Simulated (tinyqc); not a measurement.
Out-diffusion of a doped substrate or buried layer into a growing epitaxial film: one step, computed by the program tinyqc. Command: `OMP_NUM_THREADS=1 python tinyqc.py 3020112 3020113 out.jsonl buried walk`. One thread of a shared host (Intel(R) Xeon(R) Processor @ 2.30GHz), about 0.01 s of CPU time with the checks.

x is counted from the original substrate surface into the film, whose surface moves as x = v t. Substrate dopant has one diffusivity; the dopant of the film is taken as uniform.

Task: Profile in the film. After growth and the later budget: l2 = 2 sqrt(D t + (Dt)2); C(x) = (C_s/2) erfc(x/l2) + share x C_s exp(-x/decay length) for x > 0 (autodoping taken as unchanged by the later budget). The transition x_t solves C(x) = C_e, the metallurgical junction. Positions are 0.05, 0.2, 0.4, 0.6, 0.8, 1, 1.25 and 1.5 of x_t with autodoping (any beyond the film thickness are formal); net doping = |C - C_e|.

Inputs (values chosen for the exercise, modelled on antimony in silicon):

| quantity | value | unit |
|---|---|---|
| substrate concentration C_s | 4.1e+18 | 1/cm^3 |
| film doping C_e | 3.8e+16 | 1/cm^3 |
| growth temperature T | 1075 | C |
| autodoping level at the start, as a share of C_s | 5e-05 | - |
| decay length of autodoping | 0.18 | um |

Film doping: opposite type.

x_t with autodoping = 0.3521589 um

length l2 = 0.2114763 um

Give: Concentrations (1/cm^3).

Result:

Concentrations (1/cm^3):

| x/x_t | x (um) | diffusion | autodoping | net doping |
|---|---|---|---|---|
| 0.05 | 0.0176 | 1.858e+18 | 1.859e+14 | 1.820e+18 |
| 0.20 | 0.0704 | 1.307e+18 | 1.386e+14 | 1.269e+18 |
| 0.40 | 0.1409 | 7.097e+17 | 9.373e+13 | 6.718e+17 |
| 0.60 | 0.2113 | 3.232e+17 | 6.338e+13 | 2.853e+17 |
| 0.80 | 0.2817 | 1.221e+17 | 4.286e+13 | 8.415e+16 |
| 1.00 | 0.3522 | 3.797e+16 | 2.898e+13 | 0 |
| 1.25 | 0.4402 | 6.647e+15 | 1.777e+13 | 3.134e+16 |
| 1.50 | 0.5282 | 8.439e+14 | 1.090e+13 | 3.715e+16 |
